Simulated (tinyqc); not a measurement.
What moves the optical response: interband optics of a two-band s-p chain from momentum matrix elements.

H(k) = [[Es - 2 ts cos ka, 2i V sin ka], [-2i V sin ka, Ep_ + 2 tp cos ka]] in the basis s, p; the lower band is full, with two electrons a cell. The velocity operator times hbar is W = dH/dk (eV angstrom); intra-atomic dipoles are left out.

With w(k) = |<c|W|v>|^2 and D(k) = Ec - Ev, on the mesh k_j = (j + 1/2)/N (2 pi/a): eps(E) = 1 + (8 pi e2/(a Ar)) mean_j (w/D^2) [1/(D - E - i eta) + 1/(D + E + i eta)], e2 = e^2/(4 pi eps0); light polarised along the chains, no local fields.

Constants: e^2/(4 pi eps0) = 14.39964547 eV angstrom; hbar^2/2m0 = 3.80998211 eV angstrom^2.

Parameters, chosen for this exercise: a = 3.91 angstrom (period); Es = 1.95 eV (upper orbital (s)); Ep_ = -2.01 eV (lower orbital (p)); ts = 0.58 eV (s-s hopping); tp = 0.46 eV (p-p hopping); V = 0.93 eV (s-p hopping); Ar = 7.5 angstrom^2 (cross-section per chain).

Mesh of 400 points; n_eff = 2 mean(w/(c D)), c = hbar^2/2m0.

Results for these values:

| case | smallest D (eV) | largest D (eV) | n_eff | eps(0) |
|---|---|---|---|---|
| base | 1.880 | 6.054 | 3.012 | 19.091 |

What happens to each result for Ar = 8.25 angstrom^2, all else kept?

Answer: smallest D does not change at the printed digits; largest D does not change at the printed digits; n_eff does not change at the printed digits; eps(0) falls from 19.091 to 17.446.

The same for each parameter in turn:

| case | smallest D (eV) | largest D (eV) | n_eff | eps(0) |
|---|---|---|---|---|
| base | 1.880 | 6.054 | 3.012 | 19.091 |
| a = 4.106 angstrom | 1.880 | 6.054 | 3.322 | 19.998 |
| Es = 2.25 eV | 2.180 | 6.344 | 2.847 | 14.210 |
| ts = 0.696 eV | 1.648 | 6.272 | 3.089 | 24.238 |
| V = 1.023 eV | 1.880 | 6.155 | 3.484 | 21.622 |
| Ar = 8.25 angstrom^2 | 1.880 | 6.054 | 3.012 | 17.446 |

Computed by tinyqc, a small Python program: `OMP_NUM_THREADS=1 python tinyqc.py 1681065 1681066 out.jsonl` (the numbers bound the seed that draws the inputs); one thread of a shared host (Intel(R) Xeon(R) Processor @ 2.30GHz), about 0.01 s for the whole set of steps.
